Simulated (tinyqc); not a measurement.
# Gap voltage and exponent from three temperatures

Inverse problem. At constant current VBE(T) = Vg0 - a T - eta (kB T/q) ln T, where a is a constant. Find Vg0, eta and dVBE/dT at the middle temperature.

Constants: q = 1.602176634e-19 C, kB = 1.380649e-23 J/K. Results are converted to the units shown.

T (K): 253  330  390
VBE at a constant current (V): 0.7529398830  0.5845348258  0.4486884259

Solution. The relation is linear in Vg0, a and eta, so three points give a linear system; the slope is (VBE - Vg0 - eta kB T/q)/T. eta rests on the curvature of VBE(T) alone, so real fits need accuracy of some tens of microvolts or better.

Vg0 = 1.202 V
eta = 4.200
dVBE/dT = -2.233 mV/K

tinyqc, about 0.03 s, one thread, Intel Xeon 2.30GHz (shared host): `OMP_NUM_THREADS=1 python tinyqc.py 2062094 2062095 out.jsonl`
